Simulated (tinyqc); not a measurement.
Born-Mayer model of an ionic crystal AB: one step, computed by the program tinyqc. Command: `OMP_NUM_THREADS=1 python tinyqc.py 3003320 3003321 out.jsonl bornmayer walk`. One thread of a shared host (Intel(R) Xeon(R) Processor @ 2.30GHz), about 0.01 s of CPU time with the checks.

Energies are per ion pair and r is the nearest distance of unlike ions.

Problem. Terms of the lattice energy. Madelung constant M, unlike neighbours z1, like neighbours z2 at f r, volume per pair: rock salt 1.747565, 6, 12, sqrt2, 2 r^3; caesium chloride 1.762675, 8, 6, 2/sqrt3, 8 r^3/(3 sqrt3); zinc blende 1.638055, 4, 12, sqrt(8/3), 16 r^3/(3 sqrt3). U(r) = -M z^2 e^2/(4 pi eps_0 r) + z1 lambda exp(-r/rho) + z2 [lambda2 exp(-f r/rho) - C/(f r)^6] (one mean like-ion term for both sublattices).

Inputs (values chosen for the exercise, for a model salt):
```
quantity,value,unit
ionic charge z,1,-
unlike repulsion lambda,1580,eV
range rho,0.299,angstrom
like repulsion lambda2,114,eV
dispersion C between like ions,21,eV angstrom^6
```

Structure: rock salt. Short range: with like-ion terms.

equilibrium distance r0 = 2.719440 angstrom

Constants: e^2/(4 pi eps_0) = 14.39964548 eV angstrom.

Give: terms; lattice energy U.

Solution.

terms (eV): Coulomb -9.253, unlike repulsion 1.064, like repulsion 0.004, dispersion -0.078

lattice energy U = -8.264 eV per pair

The short-range terms together cancel 10.7 % of the Coulomb energy.
